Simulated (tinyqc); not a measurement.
# A spin-degenerate level with charging energy between two leads, rate equations: effect of unequal tunnel rates

States 0, up, down and 2 with energies 0, e1 - Ez/2, e1 + Ez/2 and 2 e1 + U. mu_L = +V/2, mu_R = -V/2 (meV), f(x) = 1/(1 + exp(x/kB T)). A transition that adds one electron of given spin at the energy E has the rate G f(E - mu) from each lead, and its reverse G [1 - f(E - mu)]. I counts electrons leaving the left lead, times q.

Here e1 = 2.35 meV, Ez = 0 and V = +/- 14.1 mV, so that only the 0-1 transitions lie in the window. Transition energies: 0-up e1 - Ez/2, 0-down e1 + Ez/2, up-2 e1 + U + Ez/2, down-2 e1 + U - Ez/2. dp/dt = W p; W_ji is the rate from state i to j, and each column sums to zero. Steady state: W p = 0 with sum p = 1. I = q GL sum over transitions i-j of [fL p_i - (1 - fL) p_j].

Inputs (values chosen for the exercise): charging energy of the second electron U = 9.4 meV; tunnel rate to the left lead GL = 0.42 1/ns; temperature T = 1.3 K.

Constants: q = 1.602176634e-19 C, kB = 1.380649e-23 J/K, Vt = kB T/q. Results are converted to the units shown.

Result of one run:
```
GR (1/ns),I at +V (pA),I at -V (pA),|I(+V)/I(-V)|,(GL + 2 GR)/(2 GL + GR)
0.053,7.988,-13.56,0.5890,0.5890
```

What becomes of these results when the tunnel rate to the right lead GR is changed from 0.053 to 0.024 1/ns, all else the same?

Result of the changed run:
```
GR (1/ns),I at +V (pA),I at -V (pA),|I(+V)/I(-V)|,(GL + 2 GR)/(2 GL + GR)
0.024,3.738,-6.902,0.5417,0.5417
```

The whole series:
```
GR (1/ns),I at +V (pA),I at -V (pA),|I(+V)/I(-V)|,(GL + 2 GR)/(2 GL + GR)
0.024,3.738,-6.902,0.5417,0.5417
0.053,7.988,-13.56,0.5890,0.5890
0.12,16.82,-24.47,0.6875,0.6875
0.27,32.74,-37.85,0.8649,0.8649
0.61,56.62,-50.06,1.131,1.131
1.4,84.11,-58.51,1.438,1.438
3.1,105.9,-63.02,1.680,1.680
7,120.2,-65.33,1.839,1.839
```

The ratio of the two currents rises from 0.542 to 1.84 and agrees with the last column to better than 0.01 %. An empty dot can be filled with either spin but a filled one empties in one way, so I = 2 q G_in G_out/(2 G_in + G_out): the current is larger when the slower junction is the entrance.

Range of the model: Rate equations need hbar G well below kB T; cotunnelling and the Kondo effect are left out.

Program tinyqc, `OMP_NUM_THREADS=1 python tinyqc.py 2780127 2780128 out.jsonl`; Intel Xeon 2.30GHz, shared host, one thread, about 0.01 s.
